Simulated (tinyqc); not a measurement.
# Length offset and series resistance from crossing lines

Problem. R_total = Rs + k (L - dL)/Vo with constant Rs, dL and k. Find k, dL and Rs.

R_total at (L, Vo) = (45, 0.34), (135, 0.34), (45, 0.91) and (135, 0.91), L in nm and Vo in V (ohm um): [676.47059, 1629.4118, 434.39560, 790.43956]

Answer. At each overdrive R is a straight line in L with slope k/Vo; the two lines cross at L = dL, R = Rs.

k = 3.600 ohm um V/nm
dL = 8.500 nm
Rs = 290.0 ohm um

Computed by the program tinyqc: `OMP_NUM_THREADS=1 python tinyqc.py 2282057 2282058 out.jsonl`, one thread of a shared Intel Xeon 2.30GHz, about 0.03 s for the whole run.
